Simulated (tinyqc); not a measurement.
Inside a calculation. Model: three-phonon processes in a diatomic chain: dispersion, energy and momentum conservation, and decay channels of optical phonons. Computed by tinyqc, a small Python program that keeps every step. Command: `OMP_NUM_THREADS=1 python tinyqc.py 3121089 3121090 out.jsonl threeph walk`. One thread of a shared host (Intel(R) Xeon(R) Processor @ 2.30GHz), about 0.04 s of CPU time with the checks. Intermediate numbers are printed to about 6 digits and carried at full precision; extremes and crossings named in words are read from the listed rows.

Cell length a, two atoms, one spring constant. x = q a/pi runs from -1 to 1; A and O are the acoustic and optical branches. Matrix elements are not computed: only conservation laws and occupation factors are followed.

Inputs (values chosen for the exercise, for a model chain):
```
quantity                                   value           unit
light mass m                                69.7              u
heavy mass M                                 199              u
spring constant k                            3.6  eV/angstrom^2
temperature T                                500              K
wave number of the decaying phonon q a/pi   0.66              -
zero-temperature width Gamma_0               2.1           1/cm
```

Constants: nu for 1 eV/(angstrom^2 u) = 15.6333042 THz; h x 1 THz = 4.135667696 meV; k_B = 8.617333262e-05 eV/K; c = 299792458 m/s.

## Band edges

omega^2 = k (1/m + 1/M) -/+ k sqrt((1/m + 1/M)^2 - 4 sin^2(pi x/2)/(m M)); nu = 15.6333042 THz x sqrt(omega^2) for eV/(angstrom^2 u). Acoustic top sqrt(2 k/M), optical bottom sqrt(2 k/m), optical top sqrt(2 k (1/m + 1/M)).

acoustic top = 2.97365 THz

optical bottom = 5.02459 THz

optical top = 5.83859 THz

optical top over twice the acoustic top = 0.981720

optical bottom over twice the acoustic top = 0.844851

optical width over acoustic top = 0.273737

The zone-centre optical phonon can decay into two acoustic ones: this needs M/m <= 3.

## Dispersion

The formulas are those given above.

Branches:
```
x     nu_A (THz)  nu_O (THz)
0.10     0.40128     5.82478
0.20     0.79830     5.78376
0.35     1.37586     5.67416
0.50     1.91557     5.51541
0.65     2.39190     5.32616
0.80     2.76267     5.14362
0.90     2.91823     5.05698
1.00     2.97365     5.02459
```

## Decay of the zone-centre phonon

O(0) -> A(x) + A(-x) needs nu_A(x) = nu_O(0)/2, which gives sin^2(pi x/2) = (3/16)(m + M)^2/(m M). Full width at half maximum Gamma = Gamma_0 (1 + 2 n), n = 1/(exp(h nu_A/(k_B T)) - 1); lifetime = 1/(2 pi c Gamma).

x of the products = 0.900981

their frequency = 2.91929 THz

occupation n = 3.09210

width Gamma = 15.0868 1/cm

lifetime = 0.351886 ps

## All channels at the given wave number

Processes for O(x): decay O -> A + A and O -> O + A with x = x' + x'' (mod 2), and absorption O + A -> O with x + x' = x'' (mod 2). Roots of the energy mismatch in x' are bracketed on 4001 points from -1 to 1 and refined. A process is umklapp (U) if the sum of wave numbers leaves (-1, 1]. Weight = occupation factor/|d mismatch/dx'|, the factor being 1 + n' + n'' for decay and n' - n'' for absorption. Pairs that differ only by exchanging two acoustic products count once, and the trivial root x' = 0 is left out.

nu_O(x) = 5.31322 THz

Channels:
```
process  x'  x''  nu' (THz)  nu'' (THz)  type  weight (1/THz)
none      -    -          -           -     -               -
```

No three-phonon channel is open for this phonon in the chain; four-phonon processes, or other branches in three dimensions, would set its lifetime.

## Phase space against the mass ratio

Total weight summed over channels and averaged over x = 0.05, 0.15, ..., 0.95, with m and k fixed; share of those x with an open channel.

Optical phonons:
```
M/m  weight, A + A (1/THz)  weight, with O (1/THz)  share open
1.1                1.74751                       0         1.0
1.5                3.78164                       0         1.0
2.0                2.18977                       0         0.8
2.5                1.24166                       0         0.5
2.9                0.95885                       0         0.2
3.3                0.00000                       0         0.0
3.7                0.00000                       0         0.0
4.2                0.00000                       0         0.0
6.0                0.00000                       0         0.0
```

The A + A channel closes between M/m = 2.9 and 3.3 on this grid: energy conservation alone would allow it up to M/m = 4, where the optical bottom passes twice the acoustic top, but momentum must be conserved too. No channel with a second optical phonon opens at any ratio. A large gap that shuts such channels is one reason why crystals with very unequal masses can conduct heat well.

Checks made by the program: band edges against the dispersion (relative difference below 1e-10); frequency of the products (relative difference below 1e-10).
